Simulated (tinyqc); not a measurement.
From results back to parameters: polytypes by hexagonality, and a cubic inclusion as a quantum well. Two cases, with inputs chosen for the exercise.

Problem. A square well of depth V with masses m_w inside and m_b outside (first and second entry of m) binds its lowest level at the given depth below the barrier: k tan(k L/2) = (m_w/m_b) q, k = sqrt(m_w E/c), q = sqrt(m_b (V - E)/c), c = hbar^2/2m0. How many double layers wide is it?

Constants: hbar^2/2m0 = 3.80998211 eV angstrom^2.

Case 1.

Values chosen (out of a larger set: of the order of those of SiC; not measured data): m = (0.308, 0.329) m0 (electron mass along c in the cubic layer and in the host); d = 2.513 angstrom (thickness of a double layer).

V = 0.78200 eV
depth V - E = 0.21537 eV

Case 2.

Values chosen (out of a larger set: of the order of those of SiC; not measured data): m = (0.303, 0.317) m0 (electron mass along c in the cubic layer and in the host); d = 2.516 angstrom (thickness of a double layer).

V = 0.91250 eV
depth V - E = 0.53979 eV

Find: k; q; L; N.

Solution. L = (2/k) arctan((m_w/m_b) q/k), and N = L/d.

Case 1.

k = 0.2140 1/angstrom
q = 0.1364 1/angstrom
L = 5.03 angstrom
N = 2.0

Case 2.

k = 0.1722 1/angstrom
q = 0.2119 1/angstrom
L = 10.06 angstrom
N = 4.0

Computed by tinyqc, one run a case: `OMP_NUM_THREADS=1 python tinyqc.py N N+1 out.jsonl` with N = 1850733, 1850783; one thread of a shared Intel(R) Xeon(R) Processor @ 2.30GHz, about 0.05 s a run at most.
